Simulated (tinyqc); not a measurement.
Length of a molecular wire: coherent transport through a tight-binding bridge. Computed by the program tinyqc. T = Gamma_L Gamma_R |G_1n|^2 with the self-energies of semi-infinite chains.

A uniform bridge between two chains:
```
parameter                       value
site energy (eV)             2.020000
hopping in the bridge (eV)   0.910000
lead hopping (eV)            1.800000
couplings (eV)              0.96, 1.1
E (eV)                       0.180000
```

Transmission against length:
```
sites           T     ln T
2      1.1054e-01  -2.2024
3      5.5906e-02  -2.8841
4      3.2311e-02  -3.4323
5      2.0249e-02  -3.8997
6      1.3364e-02  -4.3152
7      9.1303e-03  -4.6962
8      6.3880e-03  -5.0533
9      4.5446e-03  -5.3938
10     3.2720e-03  -5.7224
```

What does the comparison show, and why?

E lies outside the band of the bridge (|E - e|/2h = 1.011 > 1), so T decays as exp(-beta n) with beta = 2 arccosh(1.011) = 0.2962 a site; the last two rows give 0.3286.
